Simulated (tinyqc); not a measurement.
Long-channel MOSFET, surface-potential model: effect of the temperature.

n-channel transistor on a uniformly doped p-type body, gradual-channel approximation, constant mobility, Boltzmann statistics, full ionisation. Potentials are counted from the neutral body; V is the electron quasi-Fermi potential, Vsb at the source and Vsb + Vds at the drain. Charges are magnitudes per area.

Nc and Nv are given at 400 K and scale as (T/400 K)^1.5; Eg, Vfb and mu are held fixed. ni = sqrt(Nc Nv) exp(-Eg/(2 Vt)), Eg in volts; phiF = Vt ln(Na/ni); Cox = eps0 eox/tox; gamma = sqrt(2 q eps0 eps_r Na)/Cox. The surface potential psi at channel potential V solves Vgs + Vsb - Vfb - psi = gamma sqrt(G), G = psi - Vt + Vt exp((psi - 2 phiF - V)/Vt). Charge sheet: Qi = Cox gamma [sqrt(G) - sqrt(psi - Vt)]; I = mu (W/L) [integral of Qi dpsi from psi_0 to psi_L (drift) + Vt (Qi0 - QiL) (diffusion)], with psi_0 at V = Vsb and psi_L at V = Vsb + Vds. VT = Vfb + 2 phiF + gamma sqrt(2 phiF + Vsb), m = 1 + gamma/(2 sqrt(2 phiF + Vsb)). The swing is 20 mV/log10[I(VT - 0.14 V)/I(VT - 0.16 V)] of the charge-sheet current at the given Vds.

Inputs (values chosen for the exercise); material values close to those of silicon:
- Eg = 1.12 eV (band gap)
- eps_r = 11.7 (relative permittivity of the semiconductor)
- Nc = 4.25e19 cm^-3 (conduction-band density of states at the reference temperature)
- Nv = 4.11e19 cm^-3 (valence-band density of states at the reference temperature)
- Na = 1.9e18 cm^-3 (acceptor density of the body)
- eox = 21.5 (relative permittivity of the gate insulator)
- tox = 66 nm (insulator thickness)
- Vfb = -0.54 V (flat-band voltage)
- mu = 170 cm^2/(V s) (channel mobility)
- W = 20 um (gate width)
- L = 2 um (gate length)
- Vsb = 0 V (source-body reverse bias)
- Vgs = 3.43 V (gate-source voltage)
- Vds = 0.05 V (drain-source voltage)

Constants: q = 1.602176634e-19 C, kB = 1.380649e-23 J/K, Vt = kB T/q, eps0 = 8.8541878128e-14 F/cm where lengths are in cm. Results are converted to the units shown.

The same in every row: gamma (V^0.5) = 2.753.

Effect of the temperature:
```
T (K)  VT (V)      m  swing (mV/decade)  I at Vgs, Vds (uA)
220     3.300  2.352              107.9               1.473
250     3.254  2.365              124.9               2.199
280     3.205  2.379              142.7               3.011
310     3.154  2.394              161.5               3.892
340     3.101  2.410              181.3               4.831
370     3.046  2.427              202.1               5.822
400     2.989  2.446              224.1               6.859
430     2.930  2.465              247.3               7.939
```

As T goes from 220 to 430 K, VT falls from 3.30 to 2.93 V, the swing rises from 108 to 247 mV a decade and the current rises from 1.47 to 7.94 uA. The swing is 5.1 % above m Vt ln 10 in the first row and 18 % above it in the last. For T = 220 to 400 K the surface electron density at the source passes 0.3 Nc, where degeneracy and quantisation, left out here, matter. In every row the mobility is held fixed, though a real channel mobility changes with T and would alter the trend of the current.

Program tinyqc, `OMP_NUM_THREADS=1 python tinyqc.py 2360085 2360086 out.jsonl`; Intel Xeon 2.30GHz, shared host, one thread, about 0.03 s.
